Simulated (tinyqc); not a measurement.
Input admittance of a MOSFET at zero drain bias: distributed channel and distributed gate: two steps of the calculation.

Source and drain grounded, strong inversion, w = 2 pi f, Cox = eps0 eox/tox. The channel is an RC line of resistance 1/(mu Cox Vo) per square fed from both ends, so one finger has the intrinsic admittance y = i w Cox L tanh(g)/g per width, g = (1/2) sqrt(i w tau), tau = L^2/(mu Vo). The vertical resistance rv/L is in series with y, the overlaps 2 i w Cov in parallel: y_t = 1/(1/y + rv/L) + 2 i w Cov. The gate strip is a line of Rsh/L per length loaded by y_t, so a finger has Y = y_t Wf tanh(k)/k, k = (Wf/sd) sqrt(y_t Rsh/L); the device has Nf Y.

Values chosen for this exercise; values of the order met in silicon radio-frequency transistors: relative permittivity of the gate insulator (close to silicon dioxide) eox = 3.9; insulator thickness tox = 1.9 nm; channel length L = 0.22 um; finger width Wf = 1.8 um; number of fingers Nf = 32; channel mobility mu = 270 cm^2/(V s); gate overdrive Vo = 0.66 V; sheet resistance of the gate Rsh = 25 ohm/square; vertical resistivity of the gate stack rv = 3.3 ohm um^2; number of ends at which a finger is contacted sd = 2; overlap and fringe capacitance on each side Cov = 0.37 fF/um; frequency f = 80 GHz.

Constants: eps0 = 8.8541878128e-14 F/cm where lengths are in cm. Results are converted to the units shown.

Question 1. Admittance of the channel and stack per width. tau, g, c = Cox L, y and y_t as defined.

Give: tau; g; c; y; y_t.

Answer 1.

tau = 2.7160 ps
g = 0.41310+0.41310i
c = 3.9984 fF/um
y = 224.4+1979.2i uS/um
y_t = 281.8+2336.2i uS/um

w tau = 1.37, and Im y is 0.985 of w c.

Question 2. Input impedance of the device. k and Y as defined; Z = 1/(Nf Y) = R + 1/(i w C); Q = |Im Z|/R; signal at the point farthest from a contact |1/cosh k|.

y_t = 281.7855+2336.1529i uS/um

Give: k; Nf Y; R; C; Q; signal at the far point.

Answer 2.

k = 0.34823+0.30875i
Nf Y = 25.38+131.48i mS
R = 1.4151 ohm
C = 271.32 fF
Q = 5.1815
signal at the far point = 0.98346

Numbers from tinyqc (`OMP_NUM_THREADS=1 python tinyqc.py 2262132 2262133 out.jsonl`; about 0.01 s on one thread of a shared Intel Xeon 2.30GHz).
